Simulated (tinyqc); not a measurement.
Born-Mayer model of an ionic crystal AB: one step, computed by the program tinyqc.

Energies are per ion pair and r is the nearest distance of unlike ions.

Problem. Under pressure. Madelung constant M, unlike neighbours z1, like neighbours z2 at f r, volume per pair: rock salt 1.747565, 6, 12, sqrt2, 2 r^3; caesium chloride 1.762675, 8, 6, 2/sqrt3, 8 r^3/(3 sqrt3); zinc blende 1.638055, 4, 12, sqrt(8/3), 16 r^3/(3 sqrt3). U(r) = -M z^2 e^2/(4 pi eps_0 r) + z1 lambda exp(-r/rho). With the volume written as c r^3, under pressure take the root at the minimum of the enthalpy and solve U'(r) + 3 c r^2 P = 0; H = U + P V; B = (U'' - 2 U'/r)/(9 c r).

Inputs (values chosen for the exercise, for a model salt):
```
quantity,value,unit
ionic charge z,1,-
unlike repulsion lambda,1370,eV
range rho,0.347,angstrom
pressure P,10,GPa
```

Structure: caesium chloride. Short range: nearest neighbours only.

Constants: e^2/(4 pi eps_0) = 14.39964548 eV angstrom; 1 eV/angstrom^3 = 160.2176634 GPa.

Give: distance at P; volume at P; enthalpy at P; bulk modulus at P.

Solution.

distance at P = 3.009 angstrom

volume at P = 41.95 angstrom^3

enthalpy at P = -3.939 eV per pair

bulk modulus at P = 59.46 GPa
